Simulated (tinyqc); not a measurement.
Worked calculation: ROHF in the sto-6g basis, for BeH, spin multiplicity 2. One step of it, computed by the program tinyqc.

Problem. Iteration 3: DIIS coefficients. Solve [B -1; -1 0][c; lambda] = [0; -1] for the coefficients, which sum to one.

B (overlaps of the stored error matrices), lower triangle:
```
               1              2              3
1  7.3303358e-01
2  1.9937919e-02  4.3360131e-02
3  4.9124933e-02  7.9708701e-03  7.9438101e-03
```

Give: DIIS coefficients.

Solution.

DIIS coefficients: -0.0666  -0.0558  1.1224
